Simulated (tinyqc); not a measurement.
# Doping and voltage from widths and field

Question. In the depletion approximation an abrupt p-n junction has a triangular field: peak E = q Nd xn/(eps0 eps_r) = q Na xp/(eps0 eps_r), W = xn + xp, and Vbi - V = E W/2. Find Nd, Na and Vbi - V.

Values chosen for this exercise:
```
symbol  value  unit                meaning
eps_r      11        relative permittivity
```

Constants: q = 1.602176634e-19 C, eps0 = 8.8541878128e-14 F/cm where lengths are in cm. Results are converted to the units shown.

W = 586.01664 nm
peak field = 49.863636 kV/cm
xn = 3.0930639 nm

Solution. Gauss's law on each side gives its doping from the peak field and its width; the voltage is the area of the triangle.

Nd = 9.80e17 cm^-3
Na = 5.20e15 cm^-3
Vbi - V = 1.46 V

Computed by the program tinyqc: `OMP_NUM_THREADS=1 python tinyqc.py 2000068 2000069 out.jsonl`, one thread of a shared Intel Xeon 2.30GHz, about 0.02 s for the whole run.
